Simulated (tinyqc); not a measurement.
The starting point: quasiparticle equation with a plasmon-pole self-energy for two band edges.

For each edge E = e + X + Sc(E), with the correlation part Sc(E) = A[0]/(E - a + w) + A[1]/(E - b - w); a and b are the valence and conduction energies that enter the Green function (a = ev, b = ec in the one-shot scheme). Z = 1/(1 - dSc/dE), dSc/dE = -A[0]/(E - a + w)^2 - A[1]/(E - b - w)^2.

Values chosen for the exercise (scales of the order of those of Si; the results hold for these values, not for the real material): ev = 0 eV (mean-field valence top); ec = 0.58 eV (mean-field conduction edge); w = 15.9 eV (pole energy); Av = (43.5, 22.8) eV^2 (weights of the valence state on the hole and electron poles); Ac = (18.5, 51.3) eV^2 (the same for the conduction state); Xv = -1.64 eV (exchange minus the mean-field potential, valence); Xc = 2.52 eV (the same, conduction).

The mean-field gap is opened by d (ev lowered by d/2, ec raised by d/2) and X is changed by the opposite amounts, so that e + X stays; one-shot and G-updated gaps.

Gaps (eV):
```
d    start  one-shot  update G
0.0  0.580    1.1354    1.1938
0.2  0.780    1.1544    1.1938
0.4  0.980    1.1732    1.1938
0.6  1.180    1.1918    1.1938
0.9  1.480    1.2195    1.1938
1.2  1.780    1.2468    1.1938
1.6  2.180    1.2827    1.1938
```

What does the comparison show, and why?

The one-shot gap moves by a fraction 0.09 of any change of the starting gap, while the updated gap, 1.1938 eV, does not depend on it. The two agree where the start already equals the result, near d = 0.61 eV. A real change of starting point alters the orbitals and the screening too; this model holds both fixed.

Run: tinyqc, `OMP_NUM_THREADS=1 python tinyqc.py 1880473 1880474 out.jsonl`; Intel(R) Xeon(R) Processor @ 2.30GHz, one thread, shared host; about 0.03 s of CPU time with all checks.
